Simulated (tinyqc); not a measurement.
# Chip with leakage that grows with temperature, electro-thermal loop and runaway: effects of single changes

One temperature T for the device, T = T0 + Rth P(T), with P(T) = Pd + Pl (T/300 K)^2 exp[(q Ea/kB)(1/(300 K) - 1/T)]. The loop gain is Rth dP/dT; a solution is thermally stable when it is below one.

Inputs (values chosen for the exercise): ambient temperature T0 = 320 K; temperature-independent switching power Pd = 1.8 W; leakage power at 300 K Pl = 0.0189 W; activation energy of the leakage Ea = 0.5 eV; thermal resistance Rth = 10 K/W.

Constants: q = 1.602176634e-19 C, kB = 1.380649e-23 J/K. Results are converted to the units shown.

Each table varies one quantity; the others keep the values above.

## Effect of the ambient temperature

P'(T) = (P - Pd)(2/T + q Ea/(kB T^2)), G = Rth P'. T is the lowest solution and Tu the next, unstable one.

Results:
```
T0 (K)  T (K)  P (W)         G  Tu (K)
260     278.0  1.804  0.002897   434.2
272     290.1  1.809  0.006923   431.4
284     302.2  1.822   0.01551   428.3
296     314.5  1.851   0.03296   424.7
320     340.4  2.042    0.1353   415.1
332     355.4  2.341    0.2790   407.6
344     379.0  3.498    0.7756   391.2
```

Estimate the missing row, T0 = 308 K.

Computed row:
```
T0 (K)  T (K)  P (W)        G  Tu (K)
308     327.1  1.912  0.06738   420.4
```

With this row back in the table: As T0 goes from 260 to 344 K, T rises from 278.0 to 379.0 K, the power rises from 1.80 to 3.50 W and the loop gain rises from 0.00290 to 0.776. The gap between the stable and unstable solutions goes from 156 to 12.3 K. At T0 = 356 K no solution is left within 900 K of T0: thermal runaway.

## Effect of the thermal resistance

Same model as above.

Effect of the thermal resistance:
```
Rth (K/W)  T (K)  P (W)        G  Tu (K)
3.33       326.3  1.907  0.02151   463.4
4.02       327.7  1.916  0.02796   455.2
4.85       329.3  1.928  0.03688   447.2
5.85       331.4  1.944  0.04956   439.1
7.05       333.9  1.966  0.06812   431.0
8.51       337.0  2.000  0.09684   422.6
10.3       341.1  2.052   0.1445   413.6
12.4       346.5  2.138   0.2269   403.9
14.9       354.5  2.317   0.3988   392.2
```

What does the comparison show?

As Rth goes from 3.33 to 14.9 K/W, T rises from 326.3 to 354.5 K, the power rises from 1.91 to 2.32 W and the loop gain rises from 0.0215 to 0.399. The gap between the stable and unstable solutions goes from 137 to 37.7 K. At Rth = 18 K/W no solution is left within 900 K of T0: thermal runaway.

Computed by the program tinyqc: `OMP_NUM_THREADS=1 python tinyqc.py 2520069 2520070 out.jsonl`, one thread of a shared Intel Xeon 2.30GHz, about 0.01 s for the whole run.
